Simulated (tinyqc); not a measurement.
Decay of LO phonons and the hot-phonon bottleneck in the cooling of electrons: one step, computed by the program tinyqc. Command: `OMP_NUM_THREADS=1 python tinyqc.py 3001017 3001018 out.jsonl hotphonon walk`. One thread of a shared host (Intel(R) Xeon(R) Processor @ 2.30GHz), about 0.01 s of CPU time with the checks.

n(E, T) = 1/(exp(E/(k_B T)) - 1) is the Bose occupation. Electrons have a temperature T_e; the LO modes within their reach share one occupation N; the decay products stay at the lattice temperature.

Problem. Electron and phonon temperatures in closed form. Net emission per electron: [(N + 1) x - N]/tau_sp with x = exp(-hbar omega/(k_B T_e)), a simple two-level balance; steady state of the modes: n [(N + 1) x - N]/tau_sp = N_m (N - N_0)/tau; power per electron P = hbar omega [(N + 1) x - N]/tau_sp. With p = P tau_sp/(hbar omega): N = N_0 + r p and x = (p + N)/(N + 1); without hot phonons N = N_0. The mode temperature T_LO solves n(hbar omega, T_LO) = N.

Inputs (values chosen for the exercise, modelled on gallium arsenide): LO energy hbar omega = 35.6 meV; lattice temperature T = 250 K; power supplied per electron P = 5.6 nW.

Decay channel: two equal phonons plus a three-phonon channel.

emission time tau_sp = 121.2661 fs

equilibrium LO occupation N_0 = 0.2369709

bottleneck ratio r = 0.04472320

Constants: e = 1.602176634e-19 C; k_B = 8.617333262e-05 eV/K.

Give: reduced power p; LO occupation N; electron temperature T_e; T_e without hot phonons; mode temperature T_LO.

Solution.

reduced power p = 0.1191

LO occupation N = 0.2423

electron temperature T_e = 334.6 K

T_e without hot phonons = 331.7 K

mode temperature T_LO = 252.7 K
